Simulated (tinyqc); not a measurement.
Threshold-voltage variability of a planar MOSFET, analytic estimates: effect of the oxide-equivalent thickness in inversion.

Three independent sources add in quadrature: random dopants in the depleted layer, metal-gate grains of two orientations, and roughness of the two gate edges acting through the roll-off VT = VT(long) - Vr exp(-L/l). These are first-order estimates: no three-dimensional electrostatics, no percolation.

ni = sqrt(Nc Nv) exp(-Eg/(2 Vt)), Eg in volts; Cox = 3.9 eps0/ti; Wd = sqrt(4 eps0 eps_r Vt ln(Na/ni)/(q Na)); dopants: s1 = (q/Cox) sqrt(Na Wd/(3 L W)). Grains: Ng = L W/G^2 (at least 1), s2 = dW sqrt(p (1 - p)/Ng). Edges, with exponential correlation and u = W/La: the mean gate length has sL^2 = 2 De^2 (2/u)[1 - (1 - exp(-u))/u]; s3 = sL (Vr/l) exp(-L/l). s = sqrt(s1^2 + s2^2 + s3^2). l and Vr are held fixed.

Parameters, values chosen for the exercise; material values close to those of silicon:

| symbol | value | unit | meaning |
|---|---|---|---|
| T | 300 | K | temperature |
| Eg | 1.12 | eV | band gap |
| eps_r | 11.7 |  | relative permittivity of the semiconductor |
| Nc | 2.78e19 | cm^-3 | conduction-band density of states at T |
| Nv | 2.6e19 | cm^-3 | valence-band density of states at T |
| Na | 3.3e17 | cm^-3 | channel doping |
| L | 20 | nm | gate length |
| W | 73 | nm | gate width |
| G | 10 | nm | metal grain size |
| dW | 0.2 | eV | work-function difference of the two grain orientations |
| p | 0.5 |  | share of the orientation of higher work function |
| De | 1.2 | nm | rms roughness of one gate edge |
| La | 15 | nm | correlation length of the roughness |
| l | 3.4 | nm | decay length of the threshold roll-off |
| Vr | 2.6 | V | prefactor of the roll-off |

Constants: q = 1.602176634e-19 C, kB = 1.380649e-23 J/K, Vt = kB T/q, eps0 = 8.8541878128e-14 F/cm where lengths are in cm. Results are converted to the units shown.

The same in every row: s2 (mV) = 26.17; s3 (mV) = 2.070.

Effect of the oxide-equivalent thickness in inversion:

| ti (nm) | s1 (mV) | s (mV) | s sqrt(L W) (mV um) |
|---|---|---|---|
| 0.8 | 7.835 | 27.40 | 1.047 |
| 1.2 | 11.75 | 28.76 | 1.099 |
| 1.6 | 15.67 | 30.57 | 1.168 |
| 2 | 19.59 | 32.76 | 1.252 |
| 2.4 | 23.51 | 35.24 | 1.346 |
| 2.8 | 27.42 | 37.96 | 1.451 |
| 3.2 | 31.34 | 40.88 | 1.562 |

What does the comparison show?

As ti goes from 0.8 to 3.2 nm, s rises from 27.4 to 40.9 mV. The largest source is the grains in the first row and the dopants in the last. s1 goes on average as ti^(1.00). In every row the depletion depth exceeds L, so source and drain share much of the charge and s1 is rough.

Program tinyqc, `OMP_NUM_THREADS=1 python tinyqc.py 2090008 2090009 out.jsonl`; Intel Xeon 2.30GHz, shared host, one thread, about 0.01 s.
